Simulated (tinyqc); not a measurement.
# Inputs raised by 5 %, one at a time

Model: atomic layer deposition: Langmuir saturation, growth per cycle and coating of deep features. Computed by tinyqc, a small Python program. Command: `OMP_NUM_THREADS=1 python tinyqc.py 3015688 3015689 out.jsonl ald sens`. One thread of a shared host (Intel(R) Xeon(R) Processor @ 2.30GHz), about 0.05 s of CPU time with the checks.

Precursor A sticks only on free sites, so a long enough pulse saturates; co-reactant B then frees the sites again.

Inputs (values chosen for the exercise, modelled on silicon dioxide from an aminosilane and ozone): precursor mass M = 174 u; site density q = 2.6 1/nm^2; growth per cycle at saturation G = 1.2 angstrom; sticking probability beta on free sites = 0.075; precursor pressure p = 10 Pa; temperature T = 175 C; pulse time t = 0.0004 s; co-reactant completion per pulse c_B = 0.95; desorption energy E_d = 1.54 eV; purge time t_p = 7.2 s; aspect ratio a = 95.

Feature: round hole.

Constants: u = 1.6605390666e-27 kg; k_B = 1.380649e-23 J/K; k_B = 8.617333262e-05 eV/K.

Method:
- Wall flux F = p/sqrt(2 pi M k_B T); rate of filling k_a = beta F/q; desorption k_d = 1e13 exp(-E_d/(k_B T)) per second. 1/m^2 = 1e-18/nm^2.
- Temperatures in kelvin are T(C) + 273.15.
- One cycle from coverage th0: pulse A gives th1 = th_s + (th0 - th_s) exp(-(k_a + k_d) t), th_s = k_a/(k_a + k_d); the purge leaves th2 = th1 exp(-k_d t_p); pulse B converts c_B th2 into film and leaves th3 = (1 - c_B) th2. Growth = G c_B th2.
- The periodic state has th0 = th3: th0 = (1 - c_B) e_p th_s (1 - e_a)/(1 - (1 - c_B) e_p e_a), with e_a = exp(-(k_a + k_d) t), e_p = exp(-k_d t_p).
- Share of impinging molecules used = q (th1 - th0)/(F t).
- Diffusion-limited filling (Gordon) of a round hole of diameter w: a saturation front at depth z needs dz/dt = D_K n/(z (4q/w)), with Knudsen D_K = w c/3 and F = n c/4; including the entrance and floor terms, t = (q/F)(1 + 19a/4 + 3a^2/2). Reaction-limited filling needs ln(100)/k_a at any depth, k_a = beta F/q. Flow is molecular. The front picture holds when the modulus a sqrt(beta) is well above 1.
- Depth reached by the given pulse: solve the same formula for a. Exposure = p x diffusion-limited time; 1 langmuir = 1.33322e-4 Pa s.

Runs; columns: (1) input moved; (2) from; (3) to; (4) growth per cycle (angstrom); (5) diffusion-limited time (s); (6) aspect ratio reached by the front in time t; (7) time to 99 % without desorption, ln(100)/k_a (s):
```
(1)                                             (2)      (3)      (4)      (5)     (6)        (7)
base run                                          -        -  0.76889  0.38550  1.8104  0.0016920
site density q (1/nm^2)                         2.6     2.73  0.74881  0.40478  1.7418  0.0017766
precursor pressure p (Pa)                        10     10.5  0.78885  0.36714  1.8810  0.0016114
pulse time t (s)                             0.0004  0.00042  0.78885  0.38550  1.8810  0.0016920
aspect ratio a                                   95    99.75  0.76889  0.42436  1.8104  0.0016920
purge time t_p (s)                              7.2     7.56  0.76887  0.38550  1.8104  0.0016920
growth per cycle at saturation G (angstrom)     1.2     1.26  0.80733  0.38550  1.8104  0.0016920
```

Exponents ln(y'/y) / ln(x'/x); columns: (1) input; (2) growth per cycle; (3) diffusion-limited time; (4) aspect ratio reached by the front in time t; (5) time to 99 % without desorption, ln(100)/k_a:
```
(1)                                  (2)     (3)     (4)  (5)
site density q                    -0.542   1.000  -0.792    1
precursor pressure p               0.525  -1.000   0.784   -1
pulse time t                       0.525   0.000   0.784    0
aspect ratio a                     0.000   1.968   0.000    0
purge time t_p                     0.000   0.000   0.000    0
growth per cycle at saturation G   1.000   0.000   0.000    0
```

To which inputs is each result most sensitive?

Among the inputs moved here: growth per cycle answers most in size to growth per cycle at saturation G (exponent +1.000), next to site density q (-0.542); its exponent is below 0.0005 for aspect ratio a, purge time t_p. Diffusion-limited time answers most in size to aspect ratio a (exponent +1.968), next to site density q (+1.000); its exponent is below 0.0005 for pulse time t, purge time t_p, growth per cycle at saturation G. Its exponent +1.968 in aspect ratio a: diffusion into a deep feature. Aspect ratio reached by the front in time t answers most in size to site density q (exponent -0.792), and about equally to precursor pressure p (+0.784), pulse time t (+0.784); its exponent is below 0.0005 for aspect ratio a, purge time t_p, growth per cycle at saturation G. time to 99 % without desorption, ln(100)/k_a answers most in size to site density q (exponent +1.000), and about equally to precursor pressure p (-1.000); its exponent is below 0.0005 for pulse time t, aspect ratio a, purge time t_p, growth per cycle at saturation G.

Caution (all rows): common pulse valves need about 10 ms, so a pulse this short is formal. Caution (all rows): the pulse is shorter than ln(100)/k_a, so even the open surface is not saturated and the depth reached has no meaning. Caution (all rows): the depth reached is formal here: it is under 2/sqrt(beta), so no sharp front has formed.
